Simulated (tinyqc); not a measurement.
Order-disorder in a binary alloy on two sublattices: Bragg-Williams and pair (quasi-chemical) approximations: one step, computed by the program tinyqc. Command: `OMP_NUM_THREADS=1 python tinyqc.py 3012831 3012832 out.jsonl order walk`. One thread of a shared host (Intel(R) Xeon(R) Processor @ 2.30GHz), about 0.01 s of CPU time with the checks.

All z = 4 neighbours of a site lie on the other sublattice. B fills the sublattices with x + eta/2 and x - eta/2; energies are per site, from the pure components: u = -z w y with y the probability of an A-B bond taken in one order.

Problem. Short-range order at the Bragg-Williams T_c. Quasi-chemical disordered state, with T here the Bragg-Williams T_c and not the input T: y^2/[(1 - x - y)(x - y)] = exp(2 w/(k_B T)) =: E, so y = 2 x (1 - x)/(1 + r), r = sqrt(1 - 4 x (1 - x)(1 - 1/E)); Warren-Cowley alpha = 1 - y/(x (1 - x)); u = -z w y.

Inputs (values chosen for the exercise, for a model alloy): ordering energy w = (e_AA + e_BB)/2 - e_AB = 46.5 meV; fraction x of B = 0.41.

Lattice: square (z = 4).

T_c, Bragg-Williams = 1044.253 K

Constants: k_B = 8.617333262e-05 eV/K.

Give: bond probability y; alpha of the disordered state at the Bragg-Williams T_c; energy of the disordered state.

Solution.

bond probability y = 0.2998

alpha of the disordered state at the Bragg-Williams T_c = -0.2394

energy of the disordered state = -55.76 meV/site

Short-range order already holds 34 % of the full ordering energy z w x^2, counted from the random alloy at -z w x (1 - x); Bragg-Williams puts none there.
